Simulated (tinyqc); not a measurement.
# Scale length and length offset from two DIBL values

Inverse problem. DIBL = exp(-Le/(2 l)) + 2 exp(-Le/l) with Le = L - dL. Find l, dL and the drawn length for a DIBL of 100 mV/V.

DIBL at drawn lengths 32 and 60 nm (mV/V): 117.83819  12.081716

Solution. With e = exp(-Le/(2 l)), 2 e^2 + e = DIBL gives e and so Le/l at each length; Le/l is a straight line in L with slope 1/l.

l = 6.600 nm
dL = 1.400 nm
length for 100 mV/V = 33.88 nm

Program tinyqc, `OMP_NUM_THREADS=1 python tinyqc.py 2002106 2002107 out.jsonl`; Intel Xeon 2.30GHz, shared host, one thread, about 0.01 s.
